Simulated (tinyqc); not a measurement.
Inside a calculation. Model: hot electrons in a saturated n-channel MOSFET, lucky-electron model.

Computed by the program tinyqc: `OMP_NUM_THREADS=1 python tinyqc.py 2550036 2550037 out.jsonl`, one thread of a shared Intel Xeon 2.30GHz, about 0.01 s for the whole run. Printed values are rounded.

Beyond pinch-off the lateral field grows as Esat cosh(y/l) over the velocity-saturated region (pseudo-two-dimensional model). Impact ionisation in this region gives the substrate current, which biases the body forward through Rsub. Currents are per width. Local-field laws: they overstate ionisation when the field peak is narrower than an energy relaxation length.

Values chosen for this exercise; values close to those of silicon n-channel devices:

| symbol | value | unit | meaning |
|---|---|---|---|
| L | 0.18 | um | channel length |
| tox | 4.2 | nm | oxide thickness |
| xj | 74 | nm | junction depth |
| VT | 0.76 | V | threshold |
| mu | 270 | cm^2/(V s) | effective mobility |
| vs | 9.2e6 | cm/s | saturation velocity |
| Ai | 2e6 | 1/cm | ionisation prefactor |
| Bi | 1.65 | MV/cm | ionisation field |
| Rd | 0 | ohm um | resistance of the lightly doped drain |
| Rsub | 28000 | ohm um | substrate resistance |
| kb | 0.49 |  | fall of VT per volt of forward body bias |
| lm | 8.1 | nm | hot-electron mean free path |
| pb | 3.2 | V | oxide barrier |
| Cg | 0.0018 |  | prefactor of the gate current |
| m | 3 |  | lifetime exponent |
| Hl | 11000 | s uA/um | lifetime constant |
| Vd | 1.9 | V | drain voltage |
| Vg | 1.3 | V | gate voltage |

Constants: eps0 = 8.8541878128e-14 F/cm where lengths are in cm. Results are converted to the units shown.

## Length and field scales

Cox = 3.9 eps0/tox, l = sqrt(3 tox xj), Esat = 2 vs/mu.

Cox = 0.822175 uF/cm^2
l = 30.5352 nm
Esat = 0.0681481 MV/cm
Esat L = 1.22667 V

## Iteration 1: body bias from the substrate current

Vb at the start = 0 V

Cox = 3.9 eps0/tox. Overdrive g = Vg - VT + kb Vb; Vdsat = g Esat L/(g + Esat L); Id = Cox vs (g - Vdsat); dV = Vd - Id Rd - Vdsat; Em = sqrt((dV/l)^2 + Esat^2); Isub = Id (Ai/Bi) l Em exp(-Bi/Em). Vb(new) = Rsub Isub.

Vdsat = 0.374943 V
Id = 124.849 uA/um
dV = 1.52506 V
Em = 0.504070 MV/cm
Isub = 8.82311 uA/um
Vb after iteration 1 = 0.247047 V

## Iteration 2: body bias from the substrate current

As before.

Vdsat = 0.429562 V
Id = 175.100 uA/um
dV = 1.47044 V
Em = 0.486353 MV/cm
Isub = 10.5974 uA/um
Vb after iteration 2 = 0.296727 V

## Course of the iteration: body bias from the substrate current

Stop when Vb changes by less than 1e-9 V, or after 60 iterations.

Course of the iteration:
```
iteration	Vb (V)	|change| (V)
1	0.247047	0.247
2	0.296727	0.0497
3	0.305646	8.92e-3
4	0.307211	1.56e-3
5	0.307484	2.73e-4
6	0.307531	4.77e-5
7	0.307540	8.32e-6
8	0.307541	1.45e-6
9	0.307541	2.53e-7
10	0.307541	4.42e-8
11	0.307541	7.71e-9
12	0.307541	1.35e-9
13	0.307541	2.35e-10
```

Converged in 13 iterations. At the end each change is about 0.17 times the one before: linear convergence.

## Gate current, lifetime and channel shortening

Id = 188.201 uA/um
dV = 1.45812 V
Em = 0.482357 MV/cm
Isub = 10.9836 uA/um

Ig = Cg Id exp(-pb/(lm Em)); lifetime tau = (Hl/Id)(Isub/Id)^(-m); length of the saturated region dL = l ln[(dV/l + Em)/Esat]. 1 year = 3.15576e7 s.

Isub/Id = 0.0583613
Ig = 93.9555 pA/um
tau = 0.00931737 years
dL = 80.7694 nm

The lifetime misses ten years. Integrating Ai exp(-Bi/E) over the cosh profile gives Isub/Id = 0.0477, so the closed form is 22 % above it.
